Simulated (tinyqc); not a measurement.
Worked calculation: optical gain and spontaneous emission in a bulk direct-gap semiconductor. Values are carried at full precision from step to step, so a last printed digit may differ when a step is redone from the rounded ones.

F_j(eta) = (1/Gamma(j + 1)) integral_0^infinity x^j dx/(1 + exp(x - eta)), which tends to exp(eta) for eta << 0.

Quasi-Fermi levels: n = Nc F_1/2(Fc/kT) and p = Nv F_1/2(Fv/kT), Fc counted up from the conduction edge and Fv down from the valence edge; Nc, Nv from N = 2 (m kB T/(4 pi c))^(3/2) with c = hbar^2/2m0, in 1/angstrom^3; times 1e24 for 1/cm^3, with me and (mhh^(3/2) + mlh^(3/2))^(2/3).

Constants: hbar^2/2m0 = 3.80998211 eV angstrom^2; kB = 8.617333262e-05 eV/K; fine-structure constant alpha = 0.007297352564; hbar = 6.58211957e-16 eV s; hbar c = 1973.269805 eV angstrom.

Values chosen for the exercise (near those of InGaAs; not measured data):

| symbol | value | unit | meaning |
|---|---|---|---|
| me | 0.0422 | m0 | electron mass |
| mhh | 0.442 | m0 | heavy-hole mass |
| mlh | 0.0531 | m0 | light-hole mass |
| n | 1.5e+18 | 1/cm^3 | injected density, n = p |
| T | 250 | K |  |
| Eg | 0.75 | eV | direct gap |
| Ep | 23.1 | eV | Kane energy |
| nr | 3.57 |  | refractive index |
| E | 0.83 | eV | photon energy |

## Quasi-Fermi levels

Solve for Fc and Fv.

kT = 0.021543 eV
Nc = 1.655e+17 1/cm^3
Nv = 5.843e+18 1/cm^3
Fc = 0.1096 eV
Fv = -0.0273 eV
Fc + Fv = 0.0823 eV

The separation of the quasi-Fermi levels exceeds the gap, so photons between Eg and Eg + (Fc + Fv) see gain. The quasi-Fermi level of the electrons lies inside the band, that of the holes in the gap.

## Absorption of the empty crystal

Parabolic bands, vertical transitions, no excitons. For each hole band j: mr = me mj/(me + mj); joint density of states J_j(E) = (mr/c)^(3/2) sqrt(E - Eg)/(2 pi^2), both spins, c = hbar^2/2m0; averaged matrix element |e.p|^2 = m0 Ep/6; alpha_j(E) = 4 pi^2 alpha_f c Ep J_j/(3 nr E) in 1/angstrom (alpha_f the fine-structure constant, listed as alpha among the constants), times 1e8 for 1/cm.

Evaluate at E for heavy and light holes.

mr, J and alpha of each hole band:

| hole | mr (m0) | J (1/(eV angstrom^3)) | alpha (1/cm) |
|---|---|---|---|
| heavy | 0.03852 | 1.457e-05 | 4155.2 |
| light | 0.02351 | 6.947e-06 | 1981.5 |

The heavy-hole band gives 68 % of the total, 6137 1/cm.

## Occupations and gain at E

For band j the electron sits at Ee = (E - Eg) mr/me above its edge and the hole at Eh = (E - Eg) mr/mj; fe = 1/(1 + exp((Ee - Fc)/kT)), fh = 1/(1 + exp((Eh - Fv)/kT)); gain g = sum_j alpha_j (fe + fh - 1).

Use mr and alpha from the table.

Energies, occupations and gain of each hole band:

| hole | Ee (eV) | Eh (eV) | fe | fh | g (1/cm) |
|---|---|---|---|---|---|
| heavy | 0.0730 | 0.0070 | 0.845 | 0.169 | 60 |
| light | 0.0446 | 0.0354 | 0.953 | 0.051 | 10 |

total gain = 69 1/cm

E - Eg = 0.0800 eV is below Fc + Fv = 0.0823 eV, so both bands give gain (Bernard-Duraffourg).

## Spontaneous emission

Spontaneous rate: R = integral of (nr E/(hbar c))^2/(pi^2 hbar) sum_j alpha_j fe fh dE, with alpha in 1/cm and (nr E/(hbar c))^2 in 1/cm^2 (1e16 per 1/angstrom^2); B = R/(n p); lifetime n/R.

Integrate over photon energy.

R = 3.01e+26 1/(cm^3 s)
B = 1.34e-10 cm^3/s
radiative lifetime = 4.98 ns

## Checks

- B at n = 1e13 1/cm^3 against the van Roosbroeck-Shockley value from alpha and ni^2 (cm^3/s): both 2.06e-10.

Computed by tinyqc, a small Python program: `OMP_NUM_THREADS=1 python tinyqc.py 1680916 1680917 out.jsonl` (the numbers bound the seed that draws the inputs); one thread of a shared host (Intel(R) Xeon(R) Processor @ 2.30GHz), about 0.08 s for the whole set of steps.
